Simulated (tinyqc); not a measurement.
All-pass ring resonator: two steps of the calculation.

A ring of length L = 2 pi Rr coupled to one bus waveguide: round-trip amplitude a = 10^(-al L/20), self-coupling t = sqrt(1 - k2). At detuning d from the resonance the round-trip phase is p = 2 pi d/FSR and the transmission T = (a^2 - 2 a t cos p + t^2)/(1 - 2 a t cos p + a^2 t^2). Lossless coupler, linear absorption only.

Values chosen for this exercise; values close to those of silicon waveguides: cold resonance wavelength lam = 1310 nm; ring radius Rr = 7.5 um; group index ng = 4.11; propagation loss al = 16 dB/cm; power coupling k2 = 0.023; thermo-optic change of the effective index dT = 0.00019 1/K; thermal resistance Rt = 2 K/mW; share of the loss that heats the ring fa = 0.73; input power Pin = 0.86 mW; laser detuning from the cold resonance dl = -17 pm.

Constants: c = 299792458 m/s. Results are converted to the units shown.

Question 1. Resonance parameters. FSR = lam^2/(ng L), finesse F = pi sqrt(a t)/(1 - a t), FWHM = FSR/F, Q = lam/FWHM, Tmin = (a - t)^2/(1 - a t)^2, power build-up k2 a^2/(1 - a t)^2, optical bandwidth c/(lam Q).

Find: a; t; FSR; F; FWHM; Q; Tmin; build-up; bandwidth.

Answer 1.

a = 0.99136
t = 0.98843
FSR = 8.8605 nm
F = 154.64
FWHM = 57.297 pm
Q = 22863
Tmin = -16.749 dB
build-up = 55.894
bandwidth = 10.009 GHz

The ring is overcoupled; critical coupling needs k2 = 1 - a^2 = 0.0172.

Question 2. Thermal shift of the resonance. T is the transmission at d = dl - s, p = 2 pi d/FSR; out = (lam dT/ng) Rt fa (1 - T) Pin; s(new) = out.

s after iteration 1 = 55.047751 pm
a = 0.99135703
t = 0.98843310
FSR = 8.8605287 nm

Find: d; T; out; s after iteration 2.

Answer 2.

d = -72.05 pm
T = 0.8663
out = 10.16 pm
s after iteration 2 = 10.16 pm

The value that enters this step is an overshoot, farther from the solution than the start was, so its intermediate quantities are not physical.

Computed by the program tinyqc: `OMP_NUM_THREADS=1 python tinyqc.py 2650009 2650010 out.jsonl`, one thread of a shared Intel Xeon 2.30GHz, about 0.01 s for the whole run.
